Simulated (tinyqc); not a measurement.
One-dimensional ballistic tunnel FET, two-band WKB: two steps of the calculation.

A p-type source for x < 0 with its Fermi level at 0 and its valence edge at ds; in the channel the bands fall as D exp(-x/lam) towards their flat values, with the conduction edge at Ec = ds - dP and D = dP + Eg. The gate moves dP one to one. The drain Fermi level lies at -Vd and the drain side reflects nothing. For w = E - Ec between 0 and dP an electron crosses the gap. Two-band dispersion with equal masses m: inside the gap kappa = sqrt(m u (1 - u/Eg)/C), u the distance from a band edge, C = hbar^2/(2 m0).

Values chosen for this exercise; band and dielectric values close to those of indium phosphide:
```
symbol  value  unit                                           meaning
T         300     K                                       temperature
Eg       1.33    eV                                          band gap
m       0.084    m0              band-edge mass of the two-band model
lam       2.8    nm           screening length of the source junction
ds       0.17    eV  source valence edge above the source Fermi level
Vd        0.2     V                                        drain bias
g           1              number of degenerate subbands (spin apart)
dP       0.46    eV        tunnelling window Ev(source) - Ec(channel)
w0       0.39    eV          energy above the channel conduction edge
nc          8                                       cells of the path
nE          9                               points of the energy grid
```

Constants: q = 1.602176634e-19 C, kB = 1.380649e-23 J/K, hbar = 1.054571817e-34 J s, h = 6.62607015e-34 J s, m0 = 9.1093837015e-31 kg, Vt = kB T/q, hbar^2/(2 m0) = 0.0380998212 eV nm^2. Results are converted to the units shown.

Problem 1. The path through the gap by the midpoint rule. At w = w0 the path runs from xa = lam ln(D/(w + Eg)) to xb = lam ln(D/w); u(x) = w + Eg - D exp(-x/lam) is the height above the valence edge. Cut it into nc equal cells: S = 2 (cell width) times the sum of kappa at the centres.

Wanted: xa; xb; x; u; kappa; S.

Solution 1.

xa = 0.1117 nm
xb = 4.267 nm

```
cell,x (nm),u (eV),kappa (1/nm)
0,0.371,0.152,0.5454
1,0.891,0.418,0.7948
2,1.410,0.638,0.8555
3,1.930,0.821,0.8322
4,2.449,0.974,0.7585
5,2.968,1.100,0.6477
6,3.488,1.205,0.4999
7,4.007,1.292,0.2849
```

S = 5.421

Problem 2. Current on a coarse grid. S(w) = 2 lam int_0^Eg kappa(u) du/(w + Eg - u) = 2 pi lam sqrt(m/(C Eg)) [w + Eg/2 - sqrt(w (w + Eg))], T(w) = exp(-S). I = g (2 q^2/h) int_0^dP T(w) [f(E) - f(E + Vd)] dw, E = ds - dP + w, f(x) = 1/(1 + exp(x/Vt)). Simpson's rule on nE equally spaced points.

Give: w; T(w); difference of the f; I.

Solution 2.

```
point,w (eV),T(w),difference of the f
0,0.00000,2.8722e-7,0.029834
1,0.05750,4.6899e-5,0.22134
2,0.11500,2.1730e-4,0.72338
3,0.17250,5.8807e-4,0.95000
4,0.23000,0.0012251,0.90617
5,0.28750,0.0021795,0.52368
6,0.34500,0.0034871,0.10640
7,0.40250,0.0051696,0.012715
8,0.46000,0.0072368,0.0013910
```

I = 0.015431 uA

Program tinyqc, `OMP_NUM_THREADS=1 python tinyqc.py 2620165 2620166 out.jsonl`; Intel Xeon 2.30GHz, shared host, one thread, about 0.02 s.
